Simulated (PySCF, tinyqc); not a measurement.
Inside a calculation (part 2 of 2). Method: RHF in the sto-6g basis, for BeH+, spin multiplicity 1. The lowest restricted solution is unstable here: a spin-polarised one lies 0.0039 hartree lower (PySCF). Computed by tinyqc, a small Python program that keeps every step (integrals from PySCF). Command: `OMP_NUM_THREADS=1 python tinyqc.py 20042 20043 out.jsonl` (the two numbers bound the seeds that draw the settings). One thread of a shared host (Intel(R) Xeon(R) Processor @ 2.60GHz), about 0.1 s of CPU time with the checks.

Geometry (angstrom):
```
atom         x         y         z
Be    0.000000  0.000000  0.000000
H     0.000000  0.000000  1.776000
```

## Convergence

Stop when the energy changes by less than 1e-08 hartree and every element of the error matrix X^T (F D S - S D F) X is below 3e-05.

Course of the cycle:
```
iteration   E (hartree)     change  largest element of the error matrix
1          -14.71477611          -                             1.78e-01
2          -14.75049950  -3.57e-02                             5.34e-02
3          -14.76554087  -1.50e-02                             3.81e-02
4          -14.77390274  -8.36e-03                             9.87e-03
5          -14.77399157  -8.88e-05                             2.70e-03
6          -14.77402724  -3.57e-05                             5.16e-04
7          -14.77402850  -1.26e-06                             6.11e-05
8          -14.77402852  -1.91e-08                             3.95e-06
9          -14.77402852  -7.81e-11                             1.72e-09
```

PySCF RHF in the same basis = -14.77402852 hartree

Converged in 9 iterations.

## Populations, bond orders and dipole

D after iteration 9, order 1Be 1s, 1Be 2s, 1Be 2px, 1Be 2py, 1Be 2pz, 2H 1s:
```
[[2.053512, -0.209330, 0.000000, 0.000000, -0.103286, -0.191583],
 [-0.209330, 0.830895, 0.000000, 0.000000, 0.337485, 0.647148],
 [0.000000, 0.000000, 0.000000, 0.000000, 0.000000, 0.000000],
 [0.000000, 0.000000, 0.000000, 0.000000, 0.000000, 0.000000],
 [-0.103286, 0.337485, 0.000000, 0.000000, 0.137243, 0.263113],
 [-0.191583, 0.647148, 0.000000, 0.000000, 0.263113, 0.504443]]
```

overlap S, order 1Be 1s, 1Be 2s, 1Be 2px, 1Be 2py, 1Be 2pz, 2H 1s:
```
[[1.000000, 0.254764, 0.000000, 0.000000, 0.000000, 0.027131],
 [0.254764, 1.000000, 0.000000, 0.000000, 0.000000, 0.300546],
 [0.000000, 0.000000, 1.000000, 0.000000, 0.000000, 0.000000],
 [0.000000, 0.000000, 0.000000, 1.000000, 0.000000, 0.000000],
 [0.000000, 0.000000, 0.000000, 0.000000, 1.000000, 0.383804],
 [0.027131, 0.300546, 0.000000, 0.000000, 0.383804, 1.000000]]
```

Mulliken: Z minus the diagonal of D S on the atom; Loewdin: the same with S^(1/2) D S^(1/2); Mayer order: 2 sum_s sum (D(s) S)_ij (D(s) S)_ji over the two atoms.

Charges (e):
```
atom  Mulliken   Loewdin
1Be   0.794726  0.813164
2H    0.205274  0.186836
```

Mayer bond orders:
```
pair     order
2-1   0.957863
```

dipole moment about the origin, x y z (debye): [0.000000, 0.000000, -1.432205]
